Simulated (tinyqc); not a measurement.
Worked calculation: MP2 on RHF in the 6-311g basis, for H2, spin multiplicity 1. Computed by tinyqc, a small Python program that keeps every step (integrals from PySCF). Settings: charge = 0, multiplicity = 1, basis = 6-311g, method = RHF, energy threshold = 1e-10, iteration cap = 85, orthogonalisation = symmetric, start = Wolfsberg-Helmholz matrix, DIIS depth = 6. Command: `OMP_NUM_THREADS=1 python tinyqc.py 22980 22981 out.jsonl` (the two numbers bound the seeds that draw the settings). One thread of a shared host (Intel(R) Xeon(R) Processor @ 2.60GHz), about 0.08 s of CPU time with the checks. The early iterations of the SCF are left out here.

## One-electron integrals

Geometry (angstrom):
```
atom         x         y         z
H     0.000000  0.000000  0.000000
H     0.000000  0.000000  1.118000
```

Basis 6-311g: exponents (1/bohr^2) and contraction coefficients of normalised primitives:
```
element  l (shell)   exponent  coefficient
H            s (1)  33.865000     0.025494
H            s (1)   5.094790     0.190373
H            s (1)   1.158790     0.852161
H            s (2)   0.325840     1.000000
H            s (3)   0.102741     1.000000
```

Overlap, kinetic and nuclear-attraction integrals over the contracted functions; the nuclear repulsion is the sum of Za Zb / Rab.

nuclear repulsion = 0.47332488 hartree

overlap S, lower triangle:
```
          1H 1s     1H 2s     1H 3s     2H 1s     2H 2s     2H 3s
1H 1s  1.000000
1H 2s  0.706377  1.000000
1H 3s  0.373664  0.788963  1.000000
2H 1s  0.058037  0.222667  0.244677  1.000000
2H 2s  0.222667  0.483259  0.556721  0.706377  1.000000
2H 3s  0.244677  0.556721  0.795094  0.373664  0.788963  1.000000
```

kinetic energy T (hartree), lower triangle:
```
           1H 1s     1H 2s     1H 3s     2H 1s     2H 2s     2H 3s
1H 1s   2.304348
1H 2s   0.549119  0.488760
1H 3s   0.106346  0.184881  0.154112
2H 1s  -0.086186  0.039586  0.049967  2.304348
2H 2s   0.039586  0.121688  0.100136  0.549119  0.488760
2H 3s   0.049967  0.100136  0.103802  0.106346  0.184881  0.154112
```

nuclear attraction V (hartree), lower triangle:
```
           1H 1s      1H 2s      1H 3s      2H 1s      2H 2s      2H 3s
1H 1s  -2.584420
1H 2s  -1.394989  -1.376718
1H 3s  -0.691730  -0.937403  -0.901698
2H 1s  -0.110500  -0.432831  -0.458065  -2.584420
2H 2s  -0.432831  -0.706507  -0.695786  -1.394989  -1.376718
2H 3s  -0.458065  -0.695786  -0.755259  -0.691730  -0.937403  -0.901698
```

core Hamiltonian H = T + V (hartree), lower triangle:
```
           1H 1s      1H 2s      1H 3s      2H 1s      2H 2s      2H 3s
1H 1s  -0.280071
1H 2s  -0.845870  -0.887958
1H 3s  -0.585384  -0.752521  -0.747587
2H 1s  -0.196686  -0.393245  -0.408098  -0.280071
2H 2s  -0.393245  -0.584818  -0.595650  -0.845870  -0.887958
2H 3s  -0.408098  -0.595650  -0.651457  -0.585384  -0.752521  -0.747587
```

## Two-electron integrals

Functions are numbered as in S; the eight-fold symmetry (ij|kl) = (ji|kl) = (kl|ij) leaves the list below.

Two-electron integrals (ij|kl) in chemists' order, unique and non-zero (hartree):
```
(11|11) 1.393035   (21|11) 0.822971   (21|21) 0.509703   (22|11) 0.822904
(22|21) 0.543028   (22|22) 0.644106   (31|11) 0.411256   (31|21) 0.257757
(31|22) 0.279868   (31|31) 0.130794   (32|11) 0.543681   (32|21) 0.365771
(32|22) 0.452669   (32|31) 0.189803   (32|32) 0.325140   (33|11) 0.494021
(33|21) 0.340115   (33|22) 0.445993   (33|31) 0.178035   (33|32) 0.331779
(33|33) 0.361682   (41|11) 0.050452   (41|21) 0.033342   (41|22) 0.039251
(41|31) 0.017175   (41|32) 0.027373   (41|33) 0.026577   (41|41) 0.004076
(42|11) 0.130575   (42|21) 0.090501   (42|22) 0.118488   (42|31) 0.047430
(42|32) 0.087065   (42|33) 0.091343   (42|41) 0.012565   (42|42) 0.049780
(43|11) 0.124218   (43|21) 0.086832   (43|22) 0.116855   (43|31) 0.045681
(43|32) 0.087449   (43|33) 0.094779   (43|41) 0.012043   (43|42) 0.051792
(43|43) 0.055957   (44|11) 0.472984   (44|21) 0.333274   (44|22) 0.459211
(44|31) 0.175951   (44|32) 0.347919   (44|33) 0.382969   (44|41) 0.050452
(44|42) 0.241656   (44|43) 0.266901   (44|44) 1.393035   (51|11) 0.241656
(51|21) 0.151952   (51|22) 0.165788   (51|31) 0.077175   (51|32) 0.112619
(51|33) 0.105849   (51|41) 0.012565   (51|42) 0.035050   (51|43) 0.033434
(51|44) 0.130575   (51|51) 0.049780   (52|11) 0.331068   (52|21) 0.223248
(52|22) 0.277326   (52|31) 0.115929   (52|32) 0.199421   (52|33) 0.203634
(52|41) 0.022557   (52|42) 0.077695   (52|43) 0.079028   (52|44) 0.331068
(52|51) 0.077695   (52|52) 0.150424   (53|11) 0.289196   (53|21) 0.199122
(53|22) 0.260615   (53|31) 0.104221   (53|32) 0.193329   (53|33) 0.208917
(53|41) 0.021152   (53|42) 0.081085   (53|43) 0.086527   (53|44) 0.371729
(53|51) 0.070198   (53|52) 0.150432   (53|53) 0.161894   (54|11) 0.333274
(54|21) 0.234168   (54|22) 0.320184   (54|31) 0.123471   (54|32) 0.242010
(54|33) 0.266675   (54|41) 0.033342   (54|42) 0.151952   (54|43) 0.167580
(54|44) 0.822971   (54|51) 0.090501   (54|52) 0.223248   (54|53) 0.250811
(54|54) 0.509703   (55|11) 0.459211   (55|21) 0.320184   (55|22) 0.431627
(55|31) 0.168367   (55|32) 0.325373   (55|33) 0.360851   (55|41) 0.039251
(55|42) 0.165788   (55|43) 0.182487   (55|44) 0.822904   (55|51) 0.118488
(55|52) 0.277326   (55|53) 0.312497   (55|54) 0.543028   (55|55) 0.644106
(61|11) 0.266901   (61|21) 0.167580   (61|22) 0.182487   (61|31) 0.085080
(61|32) 0.123894   (61|33) 0.116377   (61|41) 0.012043   (61|42) 0.033434
(61|43) 0.032110   (61|44) 0.124218   (61|51) 0.051792   (61|52) 0.079028
(61|53) 0.071237   (61|54) 0.086832   (61|55) 0.116855   (61|61) 0.055957
(62|11) 0.371729   (62|21) 0.250811   (62|22) 0.312497   (62|31) 0.130286
(62|32) 0.225295   (62|33) 0.231364   (62|41) 0.021152   (62|42) 0.070198
(62|43) 0.071237   (62|44) 0.289196   (62|51) 0.081085   (62|52) 0.150432
(62|53) 0.148931   (62|54) 0.199122   (62|55) 0.260615   (62|61) 0.086527
(62|62) 0.161894   (63|11) 0.366485   (63|21) 0.253164   (63|22) 0.335034
(63|31) 0.132696   (63|32) 0.250778   (63|33) 0.276949   (63|41) 0.022617
(63|42) 0.083183   (63|43) 0.088436   (63|44) 0.366485   (63|51) 0.083183
(63|52) 0.171366   (63|53) 0.183570   (63|54) 0.253164   (63|55) 0.335034
(63|61) 0.088436   (63|62) 0.183570   (63|63) 0.228646   (64|11) 0.175951
(64|21) 0.123471   (64|22) 0.168367   (64|31) 0.065071   (64|32) 0.127172
(64|33) 0.140223   (64|41) 0.017175   (64|42) 0.077175   (64|43) 0.085080
(64|44) 0.411256   (64|51) 0.047430   (64|52) 0.115929   (64|53) 0.130286
(64|54) 0.257757   (64|55) 0.279868   (64|61) 0.045681   (64|62) 0.104221
(64|63) 0.132696   (64|64) 0.130794   (65|11) 0.347919   (65|21) 0.242010
(65|22) 0.325373   (65|31) 0.127172   (65|32) 0.245533   (65|33) 0.274292
(65|41) 0.027373   (65|42) 0.112619   (65|43) 0.123894   (65|44) 0.543681
(65|51) 0.087065   (65|52) 0.199421   (65|53) 0.225295   (65|54) 0.365771
(65|55) 0.452669   (65|61) 0.087449   (65|62) 0.193329   (65|63) 0.250778
(65|64) 0.189803   (65|65) 0.325140   (66|11) 0.382969   (66|21) 0.266675
(66|22) 0.360851   (66|31) 0.140223   (66|32) 0.274292   (66|33) 0.313239
(66|41) 0.026577   (66|42) 0.105849   (66|43) 0.116377   (66|44) 0.494021
(66|51) 0.091343   (66|52) 0.203634   (66|53) 0.231364   (66|54) 0.340115
(66|55) 0.445993   (66|61) 0.094779   (66|62) 0.208917   (66|63) 0.276949
(66|64) 0.178035   (66|65) 0.331779   (66|66) 0.361682
```

## Orthogonalisation

S = U s U^T; symmetric (Loewdin) form X = U s^(-1/2) U^T, so that X^T S X = 1.

eigenvalues of S: 0.054279  0.131055  0.300939  0.725181  1.308393  3.480153

X, lower triangle:
```
           1H 1s      1H 2s      1H 3s      2H 1s      2H 2s     2H 3s
1H 1s   1.375173
1H 2s  -0.750667   2.155336
1H 3s   0.209066  -1.030329   2.200507
2H 1s   0.042183   0.015083  -0.050493   1.375173
2H 2s   0.015083  -0.310994   0.228045  -0.750667   2.155336
2H 3s  -0.050493   0.228045  -0.989555   0.209066  -1.030329  2.200507
```

## Iteration 6 (converged): orbitals

converged F (hartree), lower triangle:
```
           1H 1s      1H 2s      1H 3s      2H 1s      2H 2s      2H 3s
1H 1s   0.700186
1H 2s  -0.325285  -0.248245
1H 3s  -0.401880  -0.334599  -0.255201
2H 1s  -0.276983  -0.354379  -0.340724   0.700186
2H 2s  -0.354379  -0.387041  -0.352355  -0.325285  -0.248245
2H 3s  -0.340724  -0.352355  -0.282597  -0.401880  -0.334599  -0.255201
```

Diagonalise F' = X^T F X, C = X C', fill 1 alpha and 1 beta electrons from the bottom; D = 2 C_occ C_occ^T. Each column has its largest component positive (the first on a tie).

F' = X^T F X (hartree), lower triangle:
```
           1          2          3          4          5         6
1   1.723661
2  -1.171617   0.922562
3   0.000859  -0.379154   0.168603
4   0.012907  -0.159033  -0.125724   1.723661
5  -0.159033  -0.200103  -0.028041  -1.171617   0.922562
6  -0.125724  -0.028041  -0.132970   0.000859  -0.379154  0.168603
```

orbital energies (hartree): MO1 -0.503450, MO2 0.100408, MO3 0.338205, MO4 0.519085, MO5 2.515498, MO6 2.659906

coefficients C:
```
            MO1        MO2        MO3        MO4        MO5        MO6
1H 1s  0.152013   0.114024  -0.045250  -0.098404  -1.092071  -1.123569
1H 2s  0.304941   0.110608  -0.871000  -1.240344   1.604881   1.200642
1H 3s  0.187055   1.328912   0.906458   1.774275  -0.999814  -0.459292
2H 1s  0.152013  -0.114024  -0.045250   0.098404   1.092071  -1.123569
2H 2s  0.304941  -0.110608  -0.871000   1.240344  -1.604881   1.200642
2H 3s  0.187055  -1.328912   0.906458  -1.774275   0.999814  -0.459292
```

D after iteration 6, lower triangle:
```
          1H 1s     1H 2s     1H 3s     2H 1s     2H 2s     2H 3s
1H 1s  0.046216
1H 2s  0.092710  0.185978
1H 3s  0.056870  0.114082  0.069979
2H 1s  0.046216  0.092710  0.056870  0.046216
2H 2s  0.092710  0.185978  0.114082  0.092710  0.185978
2H 3s  0.056870  0.114082  0.069979  0.056870  0.114082  0.069979
```

## Convergence

Stop when the energy changes by less than 1e-10 hartree and every element of the error matrix X^T (F D S - S D F) X is below 3e-06.

Course of the cycle:
```
iteration  E (hartree)     change  largest element of the error matrix
1          -0.68513238          -                             4.42e-01
2          -1.06622482  -3.81e-01                             6.31e-02
3          -1.07429017  -8.07e-03                             3.17e-03
4          -1.07432437  -3.42e-05                             3.84e-04
5          -1.07432502  -6.49e-07                             7.19e-07
6          -1.07432502  -2.31e-12                             3.12e-07
```

PySCF RHF in the same basis = -1.07432502 hartree

Converged in 6 iterations.

## Integrals over molecular orbitals

(pq|rs) = sum C_ip C_jq C_kr C_ls (ij|kl), one index at a time.

one-electron integrals over orbitals h = C^T H C (hartree), lower triangle:
```
           1          2          3          4         5         6
1  -1.044200
2   0.000000  -0.571639
3   0.113809   0.000000  -0.310352
4   0.000000   0.199816   0.000000  -0.255846
5   0.000000   0.032846   0.000000  -0.183550  1.453079
6   0.050001   0.000000  -0.124647   0.000000  0.000000  1.569214
```

Two-electron integrals over orbitals (pq|rs), unique and non-zero (hartree):
```
(11|11) 0.540750    (21|21) 0.086138    (22|11) 0.379093    (22|22) 0.328061
(31|11) -0.113809   (31|22) -0.046748   (31|31) 0.053045    (32|21) 0.005290
(32|32) 0.026506    (33|11) 0.350801    (33|22) 0.285613    (33|31) -0.040279
(33|33) 0.280455    (41|21) -0.077226   (41|32) 0.017150    (41|41) 0.088767
(42|11) -0.138521   (42|22) -0.068327   (42|31) 0.051794    (42|33) -0.054318
(42|42) 0.069373    (43|21) 0.060656    (43|32) 0.009306    (43|41) -0.051675
(43|43) 0.049839    (44|11) 0.431849    (44|22) 0.337626    (44|31) -0.077341
(44|33) 0.301217    (44|42) -0.097817   (44|44) 0.373725    (51|21) -0.028127
(51|32) 0.021711    (51|41) 0.048507    (51|43) -0.026873   (51|51) 0.066636
(52|11) -0.030486   (52|22) 0.000904    (52|31) 0.025845    (52|33) -0.008092
(52|42) 0.017599    (52|44) -0.023760   (52|52) 0.033855    (53|21) 0.035978
(53|32) -0.012321   (53|41) -0.045542   (53|43) 0.025078    (53|51) -0.038916
(53|53) 0.030830    (54|11) 0.116028    (54|22) 0.047547    (54|31) -0.054359
(54|33) 0.046186    (54|42) -0.055813   (54|44) 0.084166    (54|52) -0.043146
(54|54) 0.078770    (55|11) 0.564528    (55|22) 0.396918    (55|31) -0.133555
(55|33) 0.356150    (55|42) -0.160424   (55|44) 0.466384    (55|52) -0.067974
(55|54) 0.173972    (55|55) 0.686010    (61|11) -0.050001   (61|22) -0.022184
(61|31) 0.033503    (61|33) -0.016441   (61|42) 0.033404    (61|44) -0.049396
(61|52) 0.039927    (61|54) -0.061600   (61|55) -0.118905   (61|61) 0.065778
(62|21) -0.020112   (62|32) 0.011206    (62|41) 0.030797    (62|43) -0.019758
(62|51) 0.041152    (62|53) -0.023303   (62|62) 0.027672    (63|11) 0.079075
(63|22) 0.041963    (63|31) -0.032660   (63|33) 0.030776    (63|42) -0.038579
(63|44) 0.061547    (63|52) -0.021625   (63|54) 0.046519    (63|55) 0.117692
(63|61) -0.037544   (63|63) 0.031748    (64|21) 0.040784    (64|32) -0.021880
(64|41) -0.058395   (64|43) 0.030471    (64|51) -0.061175   (64|53) 0.041358
(64|62) -0.039443   (64|64) 0.064582    (65|21) 0.129356    (65|32) -0.020773
(65|41) -0.143310   (65|43) 0.095798    (65|51) -0.113216   (65|53) 0.090517
(65|62) -0.073819   (65|64) 0.124829    (65|65) 0.301331    (66|11) 0.578235
(66|22) 0.395035    (66|31) -0.137639   (66|33) 0.362103    (66|42) -0.165988
(66|44) 0.470915    (66|52) -0.072258   (66|54) 0.178959    (66|55) 0.692414
(66|61) -0.115455   (66|63) 0.117932    (66|66) 0.709998
```

## Second-order Moller-Plesset energy

Hartree-Fock energy = -1.07432502 hartree

E2 = sum_ijab (ia|jb) [2 (ia|jb) - (ib|ja)] / (e_i + e_j - e_a - e_b) over occupied i, j and virtual a, b; the opposite-spin part is (ia|jb)^2 / denominator, the rest is same-spin, and SCS-MP2 scales them by 6/5 and 1/3.

Terms:
```
i  j  a  b    (ia|jb)    (ib|ja)  denominator       term
1  1  2  2   0.086138   0.086138    -1.207716  -0.006144
1  1  4  4   0.088767   0.088767    -2.045070  -0.003853
1  1  2  4  -0.077226  -0.077226    -1.626393  -0.003667
1  1  4  2  -0.077226  -0.077226    -1.626393  -0.003667
1  1  3  3   0.053045   0.053045    -1.683310  -0.001672
1  1  5  5   0.066636   0.066636    -6.037896  -0.000735
1  1  6  6   0.065778   0.065778    -6.326711  -0.000684
1  1  5  4   0.048507   0.048507    -4.041483  -0.000582
1  1  4  5   0.048507   0.048507    -4.041483  -0.000582
1  1  6  3   0.033503   0.033503    -4.005011  -0.000280
1  1  3  6   0.033503   0.033503    -4.005011  -0.000280
1  1  5  2  -0.028127  -0.028127    -3.622806  -0.000218
1  1  2  5  -0.028127  -0.028127    -3.622806  -0.000218
```

Pair energies (hartree; pair i-j sums ij and ji):
```
pair  opposite spin  same spin
1-1       -0.022583          0
```

MP2 correlation energy = -0.02258283 hartree

SCS-MP2 correlation energy = -0.02709939 hartree

MP2 total energy = -1.09690785 hartree
